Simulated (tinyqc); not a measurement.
# Band bending at a free surface with a continuum of surface states, surface photovoltage and Kelvin probe, step by step

Numbers from tinyqc (`OMP_NUM_THREADS=1 python tinyqc.py 2430119 2430120 out.jsonl`; about 0.01 s on one thread of a shared Intel Xeon 2.30GHz). Printed values are rounded.

n-type bulk, xi = Ec - EF = Vt ln(Nc/Nd), p0 = ni^2/Nd, ni = sqrt(Nc Nv) exp(-Eg/(2 Vt)), Eg in volts. b is the upward band bending, u = b/Vt. Space charge per area, in units of q: Qc = sign(b) sqrt((2 eps0 eps_r Vt/q) [(Nd + dn)(exp(-u) - 1) + Nd u + (p0 + dn)(exp(u) - 1)]), with dn the excess density under light (flat quasi-Fermi levels; 0 in the dark). The states hold -Ds (E0 - xi - b): negative while the Fermi level lies above the neutrality level. Neutrality: Qc + Qf + (charge of the states) = 0.

Inputs (values chosen for the exercise); band and dielectric values close to those of gallium arsenide:

| symbol | value | unit | meaning |
|---|---|---|---|
| T | 300 | K | temperature |
| Eg | 1.43 | eV | band gap |
| eps_r | 12.7 |  | relative permittivity |
| Nc | 4.45e17 | cm^-3 | conduction-band density of states at T |
| Nv | 8.86e18 | cm^-3 | valence-band density of states at T |
| chi | 4.06 | eV | electron affinity |
| Nd | 4.4e16 | cm^-3 | donor density |
| Qf | 0 | cm^-2 | fixed positive charge at the surface |
| pt | 4.94 | eV | work function of the probe tip |
| Ds | 3e12 | cm^-2 eV^-1 | density of surface states |
| E0 | 0.79 | eV | depth of their neutrality level below the conduction edge |
| dn | 4.4e10 | cm^-3 | excess carrier density under light |

Constants: q = 1.602176634e-19 C, kB = 1.380649e-23 J/K, Vt = kB T/q, eps0 = 8.8541878128e-14 F/cm where lengths are in cm. Results are converted to the units shown.

## Bulk quantities

xi, ni, p0, the Debye length sqrt(eps0 eps_r Vt/(q Nd)) and the flat-band work function chi + xi.

xi = 0.05981855 eV
ni = 1.933862e6 cm^-3
p0 = 8.499598e-5 cm^-3
Debye length = 20.30681 nm
chi + xi = 4.119819 eV

## Iteration 1: band bending in the dark

b at the start = 0.58 V

Fixed-point step: b(new) = E0 - xi - (Qc(b) + Qf)/Ds.

b after iteration 1 = 0.5351728 V

## Iteration 2: band bending in the dark

As before.

b after iteration 2 = 0.5432266 V

## Course of the iteration

Stop when b changes by less than 1e-10 V, or after 40 iterations.

Course of the iteration:

| iteration | b (V) | change (V) |
|---|---|---|
| 1 | 0.5351728 | 0.0448 |
| 2 | 0.5432266 | 8.05e-3 |
| 3 | 0.5417542 | 1.47e-3 |
| 4 | 0.5420225 | 2.68e-4 |
| 5 | 0.5419736 | 4.89e-5 |
| 6 | 0.5419825 | 8.92e-6 |
| 7 | 0.5419809 | 1.63e-6 |
| 8 | 0.5419812 | 2.96e-7 |
| 9 | 0.5419811 | 5.41e-8 |
| 10 | 0.5419812 | 9.85e-9 |
| 11 | 0.5419812 | 1.80e-9 |
| 12 | 0.5419812 | 3.28e-10 |
| 13 | 0.5419812 | 5.97e-11 |

Converged in 13 iterations. The step multiplies the error by -(dQc/db)/Ds = -0.18.

## Work function and Kelvin-probe reading

converged b = 0.5419812 V

Work function chi + xi + b; contact potential difference CPD = (work function of the sample) - pt. Depth of EF below Ec at the surface: xi + b. Depletion width Qc/Nd.

xi + b = 0.6017997 eV
Qc = 5.646009e11 cm^-2
Qc/Nd = 128.3184 nm
work function = 4.661800 eV
CPD = -278.2003 mV

The Fermi level lies 188 meV above the neutrality level.

## Surface photovoltage

Under chopped light the surface charge keeps its dark value, so b falls to bL with Qc(bL, dn) = Qc(b, 0); the photovoltage is b - bL. Qc rises with b, so bL follows by bisection.

bL = 0.4010082 V
photovoltage = 140.9729 mV
share of b removed = 26.01067 %
excess holes at the surface, dn exp(bL/Vt) = 2.399354e17 cm^-3
